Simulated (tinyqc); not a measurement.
Resistance of a tapered via with liner, size effect and interface: two steps of the calculation.

A round via whose diameter grows from db at the bottom as D(z) = db + 2 z/tan(ang). The fill, of diameter D - 2 tl, starts above the bottom liner (thickness fb tl) and has rho = rho0 (1 + ks lam/(D - 2 tl)); the sidewall liner conducts in parallel with it. The bottom liner and the interface are crossed over the full area pi db^2/4. Spreading in the lines above and below is left out.

Values chosen for this exercise; fill metal close to cobalt: diameter at the bottom db = 30 nm; height hv = 40 nm; sidewall angle ang = 88 degrees; bulk resistivity of the fill rho0 = 6.2 uohm cm; mean free path of the fill lam = 11.5 nm; size-effect factor ks = 0.9; liner on the sidewall tl = 1.5 nm; liner at the bottom over that on the sidewall fb = 0.7; resistivity of the liner rl = 420 uohm cm; interface resistivity at the bottom ri = 1.1e-12 ohm cm^2; ballistic conductance per area, about 3/(4 rho0 lam) Sb = 1e15 S/m^2.

Task 1. Slices of the via. Slices between z0 = fb tl and hv, evaluated at their midpoints: conductance per length pi/4 [(D - 2 tl)^2/rho + (D^2 - (D - 2 tl)^2)/rl], slice resistance = slice height over that. 7 slices.

Find: z; D; rho; slice resistance.

Result 1.

| slice | z (nm) | D (nm) | rho (uohm cm) | slice resistance (ohm) |
|---|---|---|---|---|
| 0 | 3.832 | 30.27 | 8.553 | 0.8112 |
| 1 | 9.396 | 30.66 | 8.520 | 0.7856 |
| 2 | 14.96 | 31.04 | 8.488 | 0.7611 |
| 3 | 20.52 | 31.43 | 8.457 | 0.7378 |
| 4 | 26.09 | 31.82 | 8.426 | 0.7155 |
| 5 | 31.65 | 32.21 | 8.397 | 0.6942 |
| 6 | 37.22 | 32.60 | 8.368 | 0.6738 |

Task 2. Total resistance. R_fill = sum of the slices; R_bottom = rl fb tl/(pi db^2/4); R_interface = ri/(pi db^2/4); ballistic (Sharvin) limit 1/(Sb pi (db - 2 tl)^2/4); ideal cylinder rho0 hv/(pi db^2/4).

| slice | slice resistance (ohm) |
|---|---|
| 0 | 0.81116959 |
| 1 | 0.78555319 |
| 2 | 0.76111467 |
| 3 | 0.73778368 |
| 4 | 0.71549500 |
| 5 | 0.69418812 |
| 6 | 0.67380679 |

Give: parts; R; shares; ballistic limit; ideal cylinder.

Result 2.

parts (ohm): fill 5.1791, bottom liner 6.2389, interface 0.15562
R = 11.574 ohm
shares (%): fill 44.749, bottom liner 53.906, interface 1.345
ballistic limit = 1.7466 ohm
ideal cylinder = 3.5085 ohm

The bottom liner is the largest part, and R is 3.30 times the ideal cylinder. With 2000 slices R = 11.574 ohm.

Computed by the program tinyqc: `OMP_NUM_THREADS=1 python tinyqc.py 2750183 2750184 out.jsonl`, one thread of a shared Intel Xeon 2.30GHz, about 0.01 s for the whole run.
